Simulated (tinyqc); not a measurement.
The product rho l across metals: free and nearly free electrons in a metal.

Constants: hbar^2/2m0 = 3.80998211 eV angstrom^2; hbar = 6.58211957e-16 eV s.

Free electrons with m = 1; fcc cells hold 4 atoms and bcc cells 2; n = atoms z/a^3, kF = (3 pi^2 n)^(1/3), rho l = hbar kF/(n e^2), e = 1.602176634e-19 C. Inputs are chosen for the exercise.

Results:

| case | lattice | a (angstrom) | z | rho (micro-ohm cm) | kF (1/angstrom) | EF (eV) | l (nm) | rho l (1e-16 ohm m^2) |
|---|---|---|---|---|---|---|---|---|
| near Al | fcc | 4.042 | 3 | 2.61 | 1.752 | 11.70 | 15.2 | 3.96 |
| near K | bcc | 5.246 | 1 | 6.90 | 0.743 | 2.10 | 31.9 | 22.03 |
| near Ca | fcc | 5.525 | 2 | 3.33 | 1.120 | 4.78 | 29.1 | 9.70 |
| near Li | bcc | 3.466 | 1 | 9.72 | 1.125 | 4.82 | 9.9 | 9.62 |
| near Ag | fcc | 4.109 | 1 | 1.59 | 1.195 | 5.44 | 53.6 | 8.52 |
| near Au | fcc | 4.081 | 1 | 2.33 | 1.203 | 5.52 | 36.1 | 8.40 |

What does the comparison show?

rho l falls as n^(-2/3): it is lowest for the case near Al and highest for near K. The lowest bulk rho belongs to near Ag; in very narrow wires, where rho l rules, the order changes. Real Fermi surfaces depart from spheres, most for the polyvalent and noble metals.

Run: tinyqc, `OMP_NUM_THREADS=1 python tinyqc.py 1651211 1651212 out.jsonl`; Intel(R) Xeon(R) Processor @ 2.30GHz, one thread, shared host; about 0.01 s of CPU time with all checks.
